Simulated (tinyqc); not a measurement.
# Thermal resistances of a two-die stack

Problem. Heat leaves through the lower die only, and the system is linear. Find the resistance R1 from the lower die to the coolant, R2 between the dies, and the rise of the upper die when both are powered.

Inputs (values chosen for the exercise): power of the lower die P1 = 35 W; power of the upper die P2 = 3.1 W.

rises of the lower and upper die with only the lower one powered (K): 24.5  24.5
rises of the lower and upper die with only the upper one powered (K): 2.17  3.503

Answer. With only the lower die powered no heat crosses R2, so both dies rise by P1 R1; the difference in the second test is P2 R2; rises add.

R1 = 0.700 K/W
R2 = 0.430 K/W
rise of the upper die = 28.0 K

tinyqc, about 0.03 s, one thread, Intel Xeon 2.30GHz (shared host): `OMP_NUM_THREADS=1 python tinyqc.py 2162121 2162122 out.jsonl`
